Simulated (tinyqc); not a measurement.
From one set of inputs to another, one input at a time: quasi-harmonic thermal expansion with mode Grueneisen parameters. Computed by tinyqc, a small Python program. Command: `OMP_NUM_THREADS=1 python tinyqc.py 3026827 3026828 out.jsonl qha ladder`. One thread of a shared host (Intel(R) Xeon(R) Processor @ 2.30GHz), about 0.08 s of CPU time with the checks.

A crystal with two atoms a cell; per atom there are 1 transverse acoustic (TA), 1/2 longitudinal acoustic (LA) and 3/2 optical (O) modes. Every frequency of group i scales as nu_i (V/V0)^(-gamma_i). Each group has one frequency. Static energy: E = (9 V0 B0/16) [y^3 B' + y^2 (2 - 4 y)], y = (V0/V)^(2/3) - 1, with pressure P_s = (3 B0/2) (z^7 - z^5) [1 + (3/4)(B' - 4)(z^2 - 1)], z = (V0/V)^(1/3).

The inputs printed are set A. Set A is modelled on zinc selenide; the values taken over come from a set modelled on gallium nitride. Inputs not listed in the table keep their values of set A, so the rows need not describe a real material.

Inputs (values chosen for the exercise, modelled on zinc selenide): static volume V0 = 22.8 angstrom^3/atom; static bulk modulus B0 = 61.1 GPa; static B' = 4.92; frequency nu_TA = 1.91 THz; frequency nu_LA = 4.81 THz; frequency nu_O = 6.78 THz; Grueneisen parameter gamma_TA = -1.1; Grueneisen parameter gamma_LA = 1.1; Grueneisen parameter gamma_O = 1.4; temperature T = 120 K; step factor f = 0.6.

Acoustic groups: Einstein.

Constants: h x 1 THz = 4.135667696 meV; k_B = 8.617333262e-05 eV/K; 1 eV/angstrom^3 = 160.2176634 GPa.

Method:
- For a mode with x = h nu/(k_B T), n = 1/(exp(x) - 1): U = h nu (n + 1/2), C/k_B = x^2 n (n + 1); U_i and C_i sum these over group i with its weight per atom.
- Phonon pressure P_ph = sum_i gamma_i U_i/V.
- gamma_th = sum gamma_i C_i / sum C_i; volume expansion coefficient alpha_V = gamma_th C k_B/(B0 V0); linear coefficient alpha_V/3; first-order volume change P_ph/B0.
- Start at V0 and step V(new) = V [1 + f (P_s + P_ph)/B0]; stop when |P_s + P_ph| < 1e-8 GPa, after 60 steps, or when V leaves 0.7 to 1.3 V0.
- B_T = -V d(P_s + P_ph)/dV at fixed T (central difference, step 1e-4 V); alpha_V = sum gamma_i C_i k_B/(B_T V), all at V(T); the linear coefficient is alpha_L = alpha_V/3.
- C_P - C_V = alpha_V^2 B_T V T; the optical frequency is nu_O (V/V0)^(-gamma_O).

Each row keeps all changes above it:
```
input moved                         from     to  linear expansion coefficient (ppm/K)  C_P - C_V (k_B/atom)  gamma_th at V0
set A                                  -      -                                1.8071              0.000354         0.24795
static bulk modulus B0 (GPa)        61.1    196                                0.5559              0.000108         0.24795
static B'                           4.92   4.21                                0.5555              0.000108         0.24795
temperature T (K)                    120    500                                1.5233              0.003362         0.50087
Grueneisen parameter gamma_TA       -1.1  0.024                                2.6945              0.010479         0.88256
frequency nu_TA (THz)               1.91   5.56                                2.6939              0.010475         0.88862
static volume V0 (angstrom^3/atom)  22.8   11.4                                5.4398              0.021158         0.88862
Grueneisen parameter gamma_LA        1.1      1                                5.3347              0.020356         0.87178
```

Linear expansion coefficient goes from 1.81 to 5.33, a factor 2.95 in all. The largest single move comes from static bulk modulus B0 (a factor 0.308), but it runs against the net change; the largest move in the direction of the net change is temperature T (a factor 2.74). C_P - C_V goes from 3.54e-4 to 0.0204, a factor 57.5 in all. The largest single move comes from temperature T (a factor 31.2), and static bulk modulus B0 works against it (a factor 0.305). gamma_th at V0 goes from 0.248 to 0.872, a factor 3.52 in all. The largest single move comes from temperature T (a factor 2.02). The single moves hold for this order of the switches; the total does not depend on the order.

Extremes, crossings and ranges named in words are read from the listed rows.
